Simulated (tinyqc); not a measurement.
Inside a calculation. Method: plane-wave Kohn-Sham cycle with exchange-only LDA in a layered model solid. One step of it, computed by the program tinyqc.

Problem. Iteration 2: levels at that k. Diagonalise the Hermitian matrix.

H (hartree):
```
,-3,-2,-1,+0,+1,+2,+3
-3,0.771311,0.183612,0.004635,-0.005600,0.000478,0.000348,0.000039
-2,0.183612,0.204874,0.183612,0.004635,-0.005600,0.000478,0.000348
-1,0.004635,0.183612,-0.134988,0.183612,0.004635,-0.005600,0.000478
+0,-0.005600,0.004635,0.183612,-0.248276,0.183612,0.004635,-0.005600
+1,0.000478,-0.005600,0.004635,0.183612,-0.134988,0.183612,0.004635
+2,0.000348,0.000478,-0.005600,0.004635,0.183612,0.204874,0.183612
+3,0.000039,0.000348,0.000478,-0.005600,0.004635,0.183612,0.771311
```

Give: eigenvalues.

Solution.

eigenvalues (hartree): -0.4735  -0.2286  -0.0215  0.2357  0.2637  0.8290  0.8293
